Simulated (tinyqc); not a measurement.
The basis set: RHF and MP2 along a ladder of basis sets, for H2, spin multiplicity 1. Computed by the program tinyqc with PySCF. 

Geometry (angstrom):

| atom | x | y | z |
|---|---|---|---|
| H | 0.0000 | 0.0000 | 0.0000 |
| H | 0.0000 | 0.0000 | 0.7280 |

Same geometry throughout; the dipole is taken about the origin.

RHF and frozen-core MP2 in a ladder of bases:

| basis | functions | E(RHF) (hartree) | E(MP2 corr) (hartree) | HOMO (eV) | LUMO (eV) | dipole (debye) |
|---|---|---|---|---|---|---|
| sto-3g | 2 | -1.117259 | -0.012861 | -15.8793 | 18.6042 | 0.0000 |
| 3-21g | 4 | -1.122925 | -0.017201 | -16.2280 | 7.2843 | 0.0000 |
| 6-31g | 4 | -1.126825 | -0.017251 | -16.3129 | 6.5763 | 0.0000 |
| 6-31g** | 10 | -1.131318 | -0.026318 | -16.2901 | 6.6021 | 0.0000 |
| cc-pvdz | 10 | -1.128449 | -0.026262 | -16.2198 | 5.4349 | 0.0000 |
| aug-cc-pvdz | 18 | -1.128527 | -0.027169 | -16.2305 | 1.6774 | 0.0000 |
| cc-pvtz | 28 | -1.132960 | -0.031632 | -16.2837 | 4.5966 | 0.0000 |

From cc-pVDZ to cc-pVTZ the RHF energy falls by 4.5 mhartree and the correlation energy by 5.4. If valence correlation converges as X^-3, (27 E(T) - 8 E(D))/19 gives -0.0339 hartree, a rough estimate from such small X that usually falls short; STO-3G holds about 38 % of it. Beyond STO-3G the LUMO moves by 5.6 eV and the HOMO by 0.1 eV; diffuse functions lower the positive LUMO sharply, since an unbound virtual level tracks the most diffuse function.
